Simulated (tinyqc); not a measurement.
Resistance of a source-drain extension with a graded tip: two steps of the calculation.

y runs along the channel, the gate covers y > 0. The doping is N0 for y < y0 and N0 10^(-(y - y0)/la) beyond, uniform over the depth xj. Sheet conductance s(y) = q mu(N) max(N - Nch, 0) xj + (for y > 0) ma Cox Vo, with mu(N) = u0 + (u1 - u0)/(1 + (N/Nr)^au) and Cox = eps0 eox/tox. Current is taken as one-dimensional; depletion of the tip, spreading and the contact are left out. The metallurgical junction lies at yj, where N = Nch.

Parameters, values chosen for the exercise; mobility law close to that of electrons in silicon:
```
symbol,value,unit,meaning
eox,3.9,,relative permittivity of the gate insulator (close to silicon dioxide)
tox,2,nm,insulator thickness
N0,3e20,cm^-3,active doping of the extension far from the gate
la,5.5,nm/decade,lateral abruptness
y0,-0.8,nm,position under the gate where the fall begins (gate edge at 0)
xj,13,nm,depth of the extension
Nch,2.5e18,cm^-3,channel doping
Vo,0.87,V,gate overdrive
ma,250,cm^2/(V s),mobility of the gate-induced layer
u1,1414,cm^2/(V s),mobility at low doping
u0,68.5,cm^2/(V s),mobility at high doping
Nr,9.2e16,cm^-3,reference doping
au,0.711,,exponent
Lg,90,nm,gate length
```

Constants: q = 1.602176634e-19 C, eps0 = 8.8541878128e-14 F/cm where lengths are in cm. Results are converted to the units shown.

Problem 1. Sheet resistances and junction position. yj = y0 + la log10(N0/Nch); sheet resistance of the full extension 1/[q mu(N0)(N0 - Nch) xj] and of the gate-induced layer 1/(ma Cox Vo); metallurgical length Lg - 2 yj; ye is where the doped and the gate-induced conductances are equal.

Give: yj; sheet resistance of the extension; sheet resistance of the induced layer; metallurgical length; ye; N at ye.

Solution 1.

yj = 10.635 nm
sheet resistance of the extension = 221.80 ohm/square
sheet resistance of the induced layer = 2662.9 ohm/square
metallurgical length = 68.729 nm
ye = 5.5196 nm
N at ye = 2.1286e19 cm^-3

The gate takes over 5.12 nm before the junction, where N is still 8.51 times the channel doping.

Problem 2. Resistance of the overlapped part. Midpoint rule on 12 equal steps from 0 to yj: R_ov = sum h/s(y), per width.

Wanted: y; N; doped conductance; sheet resistance; R_ov.

Solution 2.

```
point	y (nm)	N (cm^-3)	doped conductance (uS)	sheet resistance (ohm/square)
0	0.4431	1.783e20	2733	321.7
1	1.329	1.230e20	1920	435.5
2	2.216	8.488e19	1354	578.2
3	3.102	5.857e19	957.8	750.0
4	3.988	4.041e19	679.5	947.9
5	4.875	2.789e19	482.5	1165
6	5.761	1.924e19	341.6	1394
7	6.647	1.328e19	239.3	1626
8	7.533	9.161e18	163.3	1856
9	8.420	6.321e18	104.9	2081
10	9.306	4.362e18	58.10	2306
11	10.19	3.010e18	18.31	2539
```

R_ov = 14.18 ohm um

Numbers from tinyqc (`OMP_NUM_THREADS=1 python tinyqc.py 2282134 2282135 out.jsonl`; about 0.03 s on one thread of a shared Intel Xeon 2.30GHz).
